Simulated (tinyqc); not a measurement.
# Changing the temperature T

Model: grain-boundary diffusion: Harrison regimes, Fisher and Le Claire analysis, Hart average. Computed by tinyqc, a small Python program. Command: `OMP_NUM_THREADS=1 python tinyqc.py 3018559 3018560 out.jsonl gbdiff sweep`. One thread of a shared host (Intel(R) Xeon(R) Processor @ 2.30GHz), about 0.01 s of CPU time with the checks.

A boundary is a slab of width delta with diffusivity D_b, normal to a surface held at constant concentration; it leaks into grains of diffusivity D.

Inputs (values chosen for the exercise, for a model polycrystal): lattice prefactor D0 = 8.8e-05 m^2/s; lattice activation energy E = 1.93 eV; boundary prefactor D0b = 5e-05 m^2/s; boundary activation energy E_b = 1.03 eV; boundary width delta = 0.95 nm; segregation factor s = 3; grain size d = 2.2 um; time t = 970000 s.

Constants: k_B = 8.617333262e-05 eV/K.

Method:
- D = D0 exp(-E/(k_B T)), D_b = D0b exp(-E_b/(k_B T)).
- Triple product P = s delta D_b.
- l = sqrt(D t); P = s delta D_b; alpha = s delta/(2 l); beta = P/(2 D l). Regime A if l > 3 d, C if alpha > 1, B if alpha < 0.1, l < d/4 and beta > 10, otherwise a transition.
- Hart average for parallel slabs: f = delta/d, D_eff = (s f D_b + (1 - f) D)/(1 - f + s f); share of the boundaries = s f D_b/(s f D_b + (1 - f) D); depth sqrt(D_eff t).
- Fisher: the mean concentration falls as exp(-y/y_F), y_F = sqrt(P) (pi t/(4 D))^(1/4), with the boundary equation P d2c/dy2 = 2 c sqrt(D/(pi t)). Le Claire (from the Whipple solution): ln c falls as -(y/y_L)^(6/5) with P = 1.322 sqrt(D/t) y_L^2.

One run for each value:
```
temperature T (K)  Le Claire depth y_L (um)  lattice diffusion length l (um)        beta  share of the boundaries
480                                  48.487                       6.8167e-04  3.3444e+09                  1.00000
555                                  53.919                       1.5950e-02  7.5535e+06                  0.99999
630                                  58.462                       1.7618e-01  7.2781e+04                  0.99991
705                                  62.307                       1.1674e+00  1.8830e+03                  0.99950
780                                  65.595                       5.3767e+00  9.8382e+01                  0.99793
855                                  68.437                       1.8943e+01  8.6273e+00                  0.99332
930                                  70.916                       5.4473e+01  1.1203e+00                  0.98230
1000                                 72.958                       1.2654e+02  2.1972e-01                  0.96196
1080                                 75.025                       2.9006e+02  4.4221e-02                  0.92105
```

Over the rows, Le Claire depth y_L (um) rises from 48.5 to 75.0 (exponent d ln y / d ln x 0.73 between the first rows and 0.36 between the last); lattice diffusion length l (um) rises from 6.82e-4 to 290 (exponent d ln y / d ln x 22 between the first rows and 11 between the last); beta falls from 3.34e9 to 0.0442 (exponent d ln y / d ln x -42 between the first rows and -21 between the last). y_L follows an apparent activation energy E_b/2 - E/4 = 0.033 eV and l one of E/2 = 0.965 eV, so the boundary tail stands out less as T rises: y_L/l goes from 71100 to 0.259.

Caution (rows 480, 555, 630, 705, 780): outside regime A (which needs sqrt(D t) above about 3 d) the Hart average and its depth are formal: they describe a profile only in regime A or at steady state. Caution (rows 480, 705, 780, 855, 930, 1000, 1080): the Fisher and Le Claire forms need regime B with beta above 10.
